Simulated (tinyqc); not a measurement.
# MOS capacitor on a p-type substrate, surface potential from the exact charge relation: what changes with what

Uniform p-type substrate, Boltzmann statistics, full ionisation, classical densities. psi is the surface potential against the body (positive when the bands bend down) and u = psi/Vt. Traps are spread evenly over the gap and neutral at flat band, so their charge is -q Dit psi; the minority quasi-Fermi level is shifted by Vb.

Values chosen for this exercise; band and dielectric values close to those of 4H silicon carbide: temperature T = 400 K; band gap Eg = 3.28 eV; relative permittivity eps_r = 9.55; conduction-band density of states at T Nc = 2.57e19 cm^-3; valence-band density of states at T Nv = 3.86e19 cm^-3; electron affinity chi = 3.6 eV; acceptor density of the substrate N = 1.1e18 cm^-3; relative permittivity of the gate insulator (close to silicon dioxide) eox = 3.9; insulator thickness tox = 4.1 nm; gate work function phiM = 3.76 eV; fixed charge at the interface, in units of q Nf = 0 cm^-2; density of interface traps Dit = 0 cm^-2 eV^-1; reverse bias of the inversion layer against the body Vb = 0.8 V.

Constants: q = 1.602176634e-19 C, kB = 1.380649e-23 J/K, Vt = kB T/q, eps0 = 8.8541878128e-14 F/cm where lengths are in cm. Results are converted to the units shown.

Each table varies one quantity; the others keep the values above.

## Capacitance-voltage curves

ni = sqrt(Nc Nv) exp(-Eg/(2 Vt)), Eg in volts; phiF = Vt ln(N/ni); Cox = eps0 eox/tox; Vfb = phiM - chi - (Eg - Vt ln(Nv/N)) - q Nf/Cox; Q0 = sqrt(2 eps0 eps_r q N Vt); r = (ni/N)^2 exp(-Vb/Vt); VT = Vfb + [(2 phiF + Vb)(1 + q Dit/Cox) + sqrt(2 eps0 eps_r q N (2 phiF + Vb))/Cox]. u = psi/Vt; F^2 = exp(-u) + u - 1 + r (exp(u) - u - 1); Qs = -sign(u) Q0 F; Cs = -dQs/dpsi = (Q0/Vt) |1 - exp(-u) + r (exp(u) - 1)|/(2 F). psi solves Vg = Vfb + psi + (q Dit psi - Qs)/Cox. Low frequency: 1/C_LF = 1/Cox + 1/(Cs + q Dit). High frequency, in the simple estimate in which traps and minority carriers do not follow: 1/C_HF = 1/Cox + 1/Cd, Cd being Cs with r = 0 at the same psi. Deep depletion: r = 0 and Dit = 0 both in the equation for psi and in Cs. Minority sheet density N_inv = (Q0/(2 q)) int_0^u r (exp(t) - 1)/F(t) dt for u > 0. N_inv under 1 cm^-2 is printed as 0. Regimes: accumulation when majority carriers gather, then depletion up to |psi| = phiF + Vb, weak inversion up to 2 phiF + Vb, strong inversion beyond.

Capacitance-voltage curves:
```
Vg (V)	psi (V)	C_LF/Cox	C_HF/Cox	C_deep/Cox	N_inv (cm^-2)	regime
-3.9	-0.1319	0.9244	0.9244	0.9244	0	accumulation
-3.07	-0.01950	0.7505	0.7505	0.7505	0	accumulation
-2.25	0.3712	0.3584	0.3584	0.3584	0	depletion
-1.42	0.9553	0.2525	0.2525	0.2525	0	depletion
-0.6	1.589	0.2063	0.2063	0.2063	0	depletion
0.23	2.260	0.1785	0.1785	0.1785	0	depletion
1.05	2.942	0.1597	0.1597	0.1597	0	weak inversion
1.87	3.637	0.1461	0.1459	0.1459	6.686e7	weak inversion
2.7	4.001	0.9128	0.1400	0.1350	2.138e12	strong inversion
```

C_LF/Cox is lowest, 0.146, at Vg = 1.87 V (weak inversion) among the rows listed and is 0.913 in the last row, where C_HF/Cox is 0.140 and the deep-depletion value 0.135. Vfb = -3.00 V, where C_HF/Cox = 0.712 (Cox in series with eps0 eps_r/LD), and VT = 2.12 V. In strong accumulation and inversion degeneracy and confinement, left out here, lower the capacitance.

## Effect of the gate work function on threshold and swing

ni = sqrt(Nc Nv) exp(-Eg/(2 Vt)), Eg in volts; phiF = Vt ln(N/ni); Cox = eps0 eox/tox; Vfb = phiM - chi - (Eg - Vt ln(Nv/N)) - q Nf/Cox; VT = Vfb + [(2 phiF + Vb)(1 + q Dit/Cox) + sqrt(2 eps0 eps_r q N (2 phiF + Vb))/Cox]. gamma = sqrt(2 eps0 eps_r q N)/Cox; Wm = sqrt(2 eps0 eps_r (2 phiF + Vb)/(q N)); m = 1 + (eps0 eps_r/Wm + q Dit)/Cox; swing m Vt ln 10; Cmin/Cox = 1/(1 + Cox Wm/(eps0 eps_r)).

The same in every row: 2 phiF (V) = 3.049; gamma (V^0.5) = 0.6482; Wm (nm) = 60.77; m = 1.165; swing (mV/decade) = 92.48; Cmin/Cox = 0.1418.

Effect of the gate work function on threshold and swing:
```
phiM (eV)	Vfb (V)	VT (V)
3.6	-3.157	1.963
3.8	-2.957	2.163
4	-2.757	2.363
4.2	-2.557	2.563
4.4	-2.357	2.763
4.6	-2.157	2.963
4.8	-1.957	3.163
```

As phiM goes from 3.6 to 4.8, VT rises from 1.96 to 3.16 V, the swing stays at 92.5 mV/decade and Cmin/Cox stays at 0.142. The whole change of VT is that of Vfb: the curve shifts rigidly.

Program tinyqc, `OMP_NUM_THREADS=1 python tinyqc.py 2060033 2060034 out.jsonl`; Intel Xeon 2.30GHz, shared host, one thread, about 0.01 s.
